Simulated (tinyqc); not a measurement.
Tail temperature from the power law.

Inverse problem. When tail states hold most of the charge, the linear current goes as I = A (Vg - VT)^g with g = 2 Tt/T - 1. Find g, Tt and the tail width kB Tt.

Inputs (values chosen for the exercise): temperature T = 270 K.

Constants: q = 1.602176634e-19 C, kB = 1.380649e-23 J/K, Vt = kB T/q. Results are converted to the units shown.

I at Vg - VT = 10 and 15 V (nA): [3484.8735, 7959.6035]

Answer. g is the slope of ln I against ln(Vg - VT).

g = 2.037
Tt = 410.0 K
kB Tt = 35.33 meV

Program tinyqc, `OMP_NUM_THREADS=1 python tinyqc.py 2610001 2610002 out.jsonl`; Intel Xeon 2.30GHz, shared host, one thread, about 0.01 s.
